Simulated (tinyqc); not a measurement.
From capture coefficient C back to electron-phonon coupling W: non-radiative capture by multiphonon emission, one effective mode. Computed by tinyqc, a small Python program. Command: `OMP_NUM_THREADS=1 python tinyqc.py 3003599 3003600 out.jsonl capture inv`. One thread of a shared host (Intel(R) Xeon(R) Processor @ 2.30GHz), about 0.06 s of CPU time with the checks.

The initial state (free carrier plus empty centre) lies dE above the final state; both have the same frequency and are displaced by dQ.

Inputs (values chosen for the exercise, for a model semiconductor):
```
quantity                  value        unit
energy released dE        0.249          eV
phonon energy hbar omega   31.3         meV
Huang-Rhys factor S        1.85           -
cell volume V              1080  angstrom^3
degeneracy g                  1           -
broadening b                 26         meV
carrier mass m            0.597         m_0
dielectric constant eps    9.35           -
temperature T               500           K
defect density N_t        1e+14       cm^-3
```

Centre: repulsive.

Constants: hbar^2/u = 4.18015928e-03 eV angstrom^2; k_B = 8.617333262e-05 eV/K; hbar = 6.582119569e-16 eV s; Ry = 13.605693123 eV; k_B = 1.380649e-23 J/K; m_0 = 9.1093837015e-31 kg.

Method:
- dQ = sqrt(2 S (hbar^2/u)/hbar omega); relaxation energy lambda = S hbar omega; phonons needed P = dE/hbar omega; classical barrier E_b = (dE - lambda)^2/(4 lambda); occupation n = 1/(exp(hbar omega/k_B T) - 1).
- Huang-Rhys weight for a net emission of p phonons: L_p = exp(-S (2n + 1)) ((n + 1)/n)^(p/2) I_p(2 S sqrt(n (n + 1))), I_p the modified Bessel function.
- M_p = sum_m w_m <m_i|Q|(m + p)_f>^2 with Q counted from the final minimum and Boltzmann weights w_m for m = 0..24; <m_i|Q|k_f> = sqrt((hbar^2/u)/(2 hbar omega)) [sqrt(k) <m|k-1> + sqrt(k+1) <m|k+1>], with overlaps of oscillators displaced by d = sqrt(2 S) summed on 1500 points from -16 to 16 + d.
- The delta function is a Gaussian of standard deviation b at dE - p hbar omega.
- C_0 = V (2 pi/hbar) g W^2 sum_p M_p Gaussian_p. The sum runs over the seven p from round(P) - 3 to round(P) + 3; 1 angstrom^3 = 1e-24 cm^3.
- Sommerfeld factor of a repulsive centre: s(k) = 2 pi nu/(exp(2 pi nu) - 1), nu = sqrt(Ry*/E), Ry* = Ry m/eps^2, averaged over (2/sqrt(pi)) sqrt(x) exp(-x) dx with x = E/k_B T = t^2 (trapezoid, t to 6 in steps of 0.01).
- C = s C_0; v = sqrt(3 k_B T/m); sigma = C/v; tau = 1/(C N_t).

Task: A run gave the result below. Find the electron-phonon coupling W, known to lie between 0.025 and 0.072 eV/(u^(1/2) angstrom).

capture coefficient C = 1.25959e-10 cm^3/s

Result:

Each step takes the trial c = (a f_b - b f_a)/(f_b - f_a), f being the result less the target and a, b, c the logarithms of the listed values; c replaces end b, the old b replaces a if the sign of f changed, and otherwise f_a is halved.

Scan of the range:
```
electron-phonon coupling W (eV/(u^(1/2) angstrom))  capture coefficient C (cm^3/s)
0.0250                                                                 5.00500e-11
0.0298                                                                 7.11142e-11
0.0356                                                                 1.01490e-10
0.0424                                                                 1.43965e-10
0.0506                                                                 2.05033e-10
0.0604                                                                 2.92144e-10
0.0720                                                                 4.15134e-10
```

False position (Illinois rule, in the logarithm of the input) inside the bracket:
```
step      end a      end b      trial  capture coefficient C (cm^3/s)
1     0.0356000  0.0424000  0.0393717                     1.24134e-10
2     0.0424000  0.0393717  0.0396411                     1.25839e-10
3     0.0424000  0.0396411  0.0396762                     1.26062e-10
4     0.0396411  0.0396762  0.0396600                     1.25959e-10
5     0.0396762  0.0396600  0.0396600                     1.25959e-10
```

Capture coefficient C rises at every point of a 13-point scan of the range (every second point is shown), so one value fits; it is bracketed by 0.0356 and 0.0424. The scan shows a pure power law with exponent 2.000, so scaling from any one row also gives the answer directly. Answer: electron-phonon coupling W = 0.03966 eV/(u^(1/2) angstrom).

Caution: the largest term is not the one nearest energy conservation, so C_0 depends strongly on the broadening b. Caution: the effective Bohr radius is under 10 angstrom, so the effective-mass Sommerfeld factor is rough.
